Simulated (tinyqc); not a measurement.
Overlap of hydrogenic dopants: pairs, impurity band and the Mott density, step by step. Values are carried at full precision from step to step, so a last printed digit may differ when a step is redone from the rounded ones.

Ry* = Ry m/eps^2, aB = a0 eps/m. For 1s orbitals a distance rho = R/aB apart, in Ry*: overlap S = exp(-rho)(1 + rho + rho^2/3), J = (2/rho)(1 - (1 + rho) exp(-2 rho)) (attraction to the other ion), Kx = 2 (1 + rho) exp(-rho) (exchange of one electron). One electron on a pair has E = -1 - (J +/- Kx)/(1 +/- S), without the repulsion 2/rho of the ions. Hopping after orthogonalisation: t = (Kx - S J)/(1 - S^2), half the splitting. Dopants on a lattice with z neighbours, n = 1/R^3 (simple cubic), give a band of width B = 2 z t, as on any lattice of two interpenetrating sublattices. Valleys, central cells and disorder are left out.

Constants: Ry = 13.60569312 eV; a0 (Bohr radius) = 0.5291772105 angstrom; hbar = 6.58211957e-16 eV s.

Values chosen for the exercise (an isotropic mass and dielectric constant of the size used for donors in Si; shifted at random, so the results belong to these values and not to a real crystal):
```
symbol  value   unit    meaning
m       0.299   m0      mass
eps     11.3            dielectric constant
N       0.0025  1/aB^3  dopant density
rho     4.5     aB      distance of a pair
u       1.25    Ry*     cost of a second electron on one dopant
z       6               neighbours in the dopant lattice
```

## Scales

Form Ry*, aB, and the density N in 1/cm^3 (1/angstrom^3 = 1e24/cm^3).

Ry* = 31.859 meV
aB = 19.999 angstrom
density = 3.125e+17 1/cm^3

## A pair with one electron

Form S, J, Kx, the two levels, t, and the total energy of the lower state with the repulsion, relative to a distant pair (-1).

S, J, Kx: [0.13609, 0.44414, 0.12220]

levels (Ry*): even -1.49850, odd -1.37266

t = 0.06292 Ry*
energy of the pair against a distant one (negative: bound) = -0.05406 Ry*

In this host the pair is 9.0 nm long and its splitting 2t is 4.01 meV.

## The pair with two electrons (two-site Hubbard model)

t is the hopping between the two dopants. Singlet at (u - sqrt(u^2 + 16 t^2))/2 below the triplet at 0; estimate 4 t^2/u; weight of double occupancy (1 - u/sqrt(u^2 + 16 t^2))/2; swap time pi hbar/Jx with Jx the splitting in eV. t and u are in units of Ry*.

singlet-triplet splitting (meV): exact 0.3996, 4 t^2/u 0.4036

double occupancy = 0.0098
swap time = 5.17 ps

The estimate is 1.0 % too high at 4t/u = 0.20.

## The impurity band at this density

Form R/aB, t, B = 2 z t and N^(1/3) aB. Two estimates of the gap between the Hubbard bands: u - B (rigid bands, closing at B = u) and the Hubbard-III rule, which closes at B = (2/sqrt3) u; give B/u.

R/aB = 7.3681
t = 0.00603 Ry*

B: in Ry* 0.072, in meV 2.305

N^(1/3) aB = 0.1357
B/u = 0.058

Both rules leave a gap: an insulator at T = 0. Mott's screening rule, N^(1/3) aB = 0.26, puts this density on the insulating side.

## Checks

- Overlap S against numerical integration in elliptic coordinates: both 0.13609.

Computed by tinyqc, a small Python program: `OMP_NUM_THREADS=1 python tinyqc.py 1480208 1480209 out.jsonl` (the numbers bound the seed that draws the inputs); one thread of a shared host (Intel(R) Xeon(R) Processor @ 2.30GHz), about 0.01 s for the whole set of steps.
